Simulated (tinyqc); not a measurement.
Moment against band filling: Stoner model of a band ferromagnet.

Density of states per atom and spin: semi-elliptic, D(e) = (8 M/(pi W^2)) sqrt(W^2/4 - e^2). Levels e -/+ I m/2 for up and down spin, m = n_up - n_down, n_up + n_down = nd. At zero temperature e(N) is the energy below which N states lie, and E(m) = sum over spins of integral e D de - I m^2/4.

Inputs chosen for the exercise:

| symbol | value | unit | meaning |
|---|---|---|---|
| W | 6.4 | eV | band width, e from -W/2 to W/2 |
| M | 5 |  | states per atom and spin |
| I | 1.3 | eV | Stoner parameter |

Rigid band, I fixed: a Slater-Pauling curve.

Results:

| nd | I D(EF) | m (muB) | m_max |
|---|---|---|---|
| 3.0 | 1.225 | 3.000 | 3.0 |
| 4.0 | 1.277 | 4.000 | 4.0 |
| 5.0 | 1.293 | 5.000 | 5.0 |
| 6.0 | 1.277 | 4.000 | 4.0 |
| 6.5 | 1.256 | 3.500 | 3.5 |
| 7.0 | 1.225 | 3.000 | 3.0 |
| 7.5 | 1.183 | 2.500 | 2.5 |
| 8.0 | 1.126 | 1.947 | 2.0 |
| 8.5 | 1.049 | 1.120 | 1.5 |
| 9.0 | 0.940 | 0.000 | 1.0 |
| 9.5 | 0.767 | 0.000 | 0.5 |

What can be read from this table?

Magnetic fillings among those listed: 3.0, 4.0, 5.0, 6.0, 6.5, 7.0, 7.5, 8.0 and 8.5; the largest moment is 5.00 at nd = 5. At 3.0, 4.0, 5.0, 6.0, 6.5, 7.0 and 7.5 the moment is saturated and follows m_max, changing by one per electron.

Computed by tinyqc, a small Python program: `OMP_NUM_THREADS=1 python tinyqc.py 1680080 1680081 out.jsonl` (the numbers bound the seed that draws the inputs); one thread of a shared host (Intel(R) Xeon(R) Processor @ 2.30GHz), about 0.4 s for the whole set of steps.
